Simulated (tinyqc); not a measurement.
Surface potential of a MOS transistor: implicit equation and explicit approximations: two steps of the calculation.

p-type body, charge-sheet picture, depletion and inversion only, full ionisation (an idealisation for deep acceptors), Boltzmann statistics (rough once Na exp(x - xn) passes about Nc/7). In units of Vt: xg = (Vg - Vfb)/Vt, x = psi/Vt, G = gamma/sqrt(Vt), xn = (2 phiF + Vc)/Vt. The implicit equation is (xg - x)^2 = G^2 [x - 1 + exp(x - xn)] for x above about 3. Cox = eps0 eox/tox.

Values chosen for this exercise; band and dielectric values close to those of silicon: temperature T = 350 K; relative permittivity of the gate insulator (close to silicon dioxide) eox = 3.9; insulator thickness tox = 6.7 nm; channel-body voltage Vc = 0 V.

Constants: q = 1.602176634e-19 C, kB = 1.380649e-23 J/K, Vt = kB T/q, eps0 = 8.8541878128e-14 F/cm where lengths are in cm. Results are converted to the units shown.

Problem 1. New x. D = exp(x - xn), f = (xg - x)^2 - G^2 (x - 1 + D), f' = -2 (xg - x) - G^2 (1 + D), x(new) = x - f/f'.

x at the start = 29.03
G = 0.95475036
xn = 22.427932
xg = 48.738976

Find: D; f; f'; x after iteration 1.

Solution 1.

D = 736.6
f = -308.6
f' = -711.8
x after iteration 1 = 28.60

Problem 2. Potential, charges and gate control. psi = Vt x; N_dep = Cox Vt G sqrt(x - 1)/q; N_inv = (Cox Vt G/q) [sqrt(x - 1 + exp(x - xn)) - sqrt(x - 1)]; dpsi/dVg = 1/[1 + G^2 (1 + exp(x - xn))/(2 (xg - x))].

converged x = 28.475273
G = 0.95475036
xn = 22.427932
xg = 48.738976

Find: psi; N_dep; N_inv; dpsi/dVg.

Solution 2.

psi = 0.8588 V
N_dep = 4.855e11 cm^-2
N_inv = 1.480e12 cm^-2
dpsi/dVg = 0.09491

psi lies 6.0 Vt above 2 phiF + Vc.

Numbers from tinyqc (`OMP_NUM_THREADS=1 python tinyqc.py 2122211 2122212 out.jsonl`; about 0.01 s on one thread of a shared Intel Xeon 2.30GHz).
